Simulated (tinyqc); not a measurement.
Changing the temperature of the worked step T: nucleation and growth of vacancy voids in a cooling silicon-like crystal. Computed by tinyqc, a small Python program. Command: `OMP_NUM_THREADS=1 python tinyqc.py 3031122 3031123 out.jsonl voids sweep`. One thread of a shared host (Intel(R) Xeon(R) Processor @ 2.30GHz), about 0.04 s of CPU time with the checks.

Spherical voids; vacancies are lost only to voids.

Inputs (values chosen for the exercise, close to those used for silicon): vacancy density at the melting point C_m = 5.9e+14 1/cm^3; formation energy E_f = 4.08 eV; melting point T_m = 1685 K; diffusion prefactor D0 = 0.00045 cm^2/s; migration energy E_m = 0.4 eV; site density rho = 5e+22 1/cm^3; void surface energy gamma = 0.841 J/m^2; vacancy excess C0 = 2.4e+13 1/cm^3.

Vacancy supply: given.

Constants: k_B = 8.617333262e-05 eV/K; k_B = 1.380649e-23 J/K; e = 1.602176634e-19 C.

Method. C = C0 as given. C_e = C_m exp[-(E_f/k_B)(1/T - 1/T_m)]; D = D0 exp(-E_m/(k_B T)); f = k_B T ln(C/C_e); r* = 2 gamma/(rho f); W* = 16 pi gamma^3/(3 rho^2 f^2); Z = f/sqrt(12 pi W* k_B T); I = rho Z (4 pi r* D C) exp(-W*/(k_B T)).

One run for each value:
```
temperature of the worked step T (K)  rate I (1/(cm^3 s))  W*/(k_B T)  critical radius r* (nm)  C_e (1/cm^3)
1300                                           4.2733e+12       26.31                  0.36610    1.4350e+11
1320                                           2.1055e+10       31.57                  0.40411    2.4917e+11
1340                                           1.5464e+07       38.72                  0.45093    4.2560e+11
1360                                           5.9616e+02       48.80                  0.51002    7.1558e+11
1370                                           7.1784e-01       55.48                  0.54578    9.2261e+11
1390                                           5.9854e-09       73.97                  0.63480    1.5170e+12
1410                                           4.2294e-22      104.11                  0.75851    2.4593e+12
1430                                           9.6714e-46      158.37                  0.94212    3.9334e+12
```

What does the table show?

Over the rows, rate I (1/(cm^3 s)) falls from 4.27e12 to 9.67e-46 (exponent d ln y / d ln x -350 between the first rows and -3900 between the last); W*/(k_B T) rises from 26.3 to 158 (exponent d ln y / d ln x 12 between the first rows and 30 between the last); critical radius r* (nm) rises from 0.366 to 0.942 (exponent d ln y / d ln x 6.5 between the first rows and 15 between the last).

Caution (rows 1300, 1320): at such a rate voids would have used up the initial excess before the crystal cooled to this T.
